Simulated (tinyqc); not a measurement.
Permeation of metal atoms or ions through a thin barrier or dielectric: time lag, field-aided drift and lifetime: one step, computed by the program tinyqc.

The film 0 < x < d is empty at first; C = C0 at x = 0 and C = 0 at x = d. dC/dt = D d2C/dx2 - v dC/dx with drift v = D z e V/(k_B T d) (uniform field, no space charge).

Task: Steady flux and time lag. Steady flux J = (D C0/d) P/(1 - exp(-P)); time lag in units of d^2/D: s_L = [P (1 + exp(-P))/(1 - exp(-P)) - 2]/P^2 (P = 0: J = D C0/d, s_L = 1/6).

Inputs (values chosen for the exercise, for a model case: singly charged ions through a dielectric): thickness d = 57 nm; concentration at the source side C0 = 1.2e+14 1/cm^3; test temperature T = 175 C.

Peclet number P = -6.732511

diffusivity D = 3.760480e-16 cm^2/s

time scale d^2/D = 86398.55 s

Give: flux relative to D C0/d; steady flux J; time lag s_L; time lag.

Result:

flux relative to D C0/d = 0.008032

steady flux J = 63.58 1/(cm^2 s)

time lag s_L = 0.1048

time lag = 9051 s

The field opposes the ions and cuts the flux; the lag is the same as for the opposite sign.
